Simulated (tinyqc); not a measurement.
Grain-boundary diffusion: Harrison regimes, Fisher and Le Claire analysis, Hart average: one step, computed by the program tinyqc.

A boundary is a slab of width delta with diffusivity D_b, normal to a surface held at constant concentration; it leaks into grains of diffusivity D.

Question. Regime. l = sqrt(D t); P = s delta D_b; alpha = s delta/(2 l); beta = P/(2 D l). Regime A if l > 3 d, C if alpha > 1, B if alpha < 0.1, l < d/4 and beta > 10, otherwise a transition.

Inputs (values chosen for the exercise, for a model polycrystal):
```
quantity,value,unit
boundary width delta,0.95,nm
segregation factor s,1,-
grain size d,0.71,um
temperature T,772,K
time t,47000,s
```

D = 4.793220e-20 m^2/s

triple product P = 1.026142e-23 m^3/s

Give: lattice diffusion length l; alpha; beta; regime.

Answer.

lattice diffusion length l = 0.047464 um

alpha = 0.010008

beta = 2255.2

Regime: B

Boundaries are isolated and lose material sideways, so only the product P can be measured.
